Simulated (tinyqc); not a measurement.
Character of the line: straight dislocations in isotropic elasticity: fields, energies, partials, Peierls stress and walls. Computed by tinyqc, a small Python program. Command: `OMP_NUM_THREADS=1 python tinyqc.py 3004373 3004374 out.jsonl disloc walk`. One thread of a shared host (Intel(R) Xeon(R) Processor @ 2.30GHz), about 0.01 s of CPU time with the checks.

The line runs along z, the glide plane is y = 0, and beta is the angle between b and the line (0 screw, 90 degrees edge): b_e = b sin(beta) along +x with the extra half plane at y > 0, b_s = b cos(beta). Stress is positive in tension.

Inputs (values chosen for the exercise, for a model fcc or diamond crystal): shear modulus G = 21.2 GPa; Poisson ratio nu = 0.347; Burgers vector b = 2.709 angstrom; stacking-fault energy gamma = 23.5 mJ/m^2; dislocation density rho = 1.5e+12 1/m^2; core radius r0/b = 2.

Character: screw.

Constants: 1 eV/angstrom^3 = 160.2176634 GPa.

Method:
- Energy factor K = G [cos^2(beta) + sin^2(beta)/(1 - nu)].
- E = K b^2/(4 pi) ln(R/r0) with R = 1/(2 sqrt(rho)); tension T = E + d^2E/d(beta)^2 = G b^2 [1 + nu - 3 nu sin^2(beta)]/(4 pi (1 - nu)) ln(R/r0). The core energy is taken into r0.
- Shockley partials have b_p = b/sqrt(3) at the angles beta -/+ 30 degrees; their repulsion balances the fault at d = G b_p^2/(8 pi gamma) (2 - nu)/(1 - nu) [1 - 2 nu cos(2 beta)/(2 - nu)].
- E = K b^2/(4 pi) ln(R/r0); T = G b^2 [1 + nu - 3 nu sin^2(beta)]/(4 pi (1 - nu)) ln(R/r0).

ln(R/r0) = 6.62473

From screw to edge:
```
beta (degrees)  K (GPa)  E (eV/nm)  T (eV/nm)  d (nm)
0                21.200     5.1192     10.560  1.2895
15               21.955     5.3014     10.013  1.4146
30               24.016     5.7993      8.520  1.7561
45               26.833     6.4794      6.479  2.2227
60               29.649     7.1594      4.439  2.6893
75               31.711     7.6573      2.946  3.0309
90               32.466     7.8395      2.399  3.1559
```

The edge costs 1/(1 - nu) = 1.531 times the screw in energy, yet its tension is only (1 - 2 nu)/(1 + nu) = 0.227 of the screw value, so loops under stress are elongated along b. The edge splits 2.45 times as widely, (2 + nu)/(2 - 3 nu), since there the larger, edge parts of the partials repel with the factor 1/(1 - nu) and the small screw parts attract, while in the screw the roles are exchanged.
